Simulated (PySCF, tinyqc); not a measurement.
Worked calculation: RHF in the sto-6g basis, for H4, spin multiplicity 1. The lowest restricted solution is unstable here: a spin-polarised one lies 0.0227 hartree lower (PySCF). One step of it, computed by the program tinyqc.

Problem. Iteration 1: diagonalisation and new density. Diagonalise F' = X^T F X, C = X C', fill 2 alpha and 2 beta electrons from the bottom; D = 2 C_occ C_occ^T. Each column has its largest component positive (the first on a tie).

Fock matrix F (hartree):
```
           1H 1s      2H 1s      3H 1s      4H 1s
1H 1s  -0.106151  -0.307957  -0.090128  -0.006655
2H 1s  -0.307957  -0.092590  -0.237342  -0.110518
3H 1s  -0.090128  -0.237342  -0.081062  -0.336184
4H 1s  -0.006655  -0.110518  -0.336184  -0.115269
```

X:
```
           1H 1s      2H 1s      3H 1s      4H 1s
1H 1s   1.080286  -0.262436   0.053136  -0.007939
2H 1s  -0.262436   1.236717  -0.371845   0.053079
3H 1s   0.053136  -0.371845   1.236455  -0.262021
4H 1s  -0.007939   0.053079  -0.262021   1.080054
```

Give: F' = X^T F X; orbital energies; coefficients C; D after iteration 1.

Solution.

F' = X^T F X (hartree):
```
         1        2        3        4
1   0.0403  -0.3719   0.0703  -0.0018
2  -0.3719   0.2391  -0.3494   0.0553
3   0.0703  -0.3494   0.2701  -0.4041
4  -0.0018   0.0553  -0.4041   0.0439
```

orbital energies (hartree): MO1 -0.3604, MO2 -0.2059, MO3 0.3041, MO4 0.8557

coefficients C:
```
          MO1      MO2      MO3      MO4
1H 1s  0.3120   0.5981   0.6973   0.5453
2H 1s  0.3657   0.3807  -0.5491  -1.0767
3H 1s  0.3951  -0.3345  -0.4508   1.1258
4H 1s  0.4119  -0.5257   0.6648  -0.5916
```

D after iteration 1:
```
         1H 1s    2H 1s    3H 1s    4H 1s
1H 1s   0.9102   0.6836  -0.1536  -0.3719
2H 1s   0.6836   0.5573   0.0343  -0.0990
3H 1s  -0.1536   0.0343   0.5360   0.6772
4H 1s  -0.3719  -0.0990   0.6772   0.8921
```
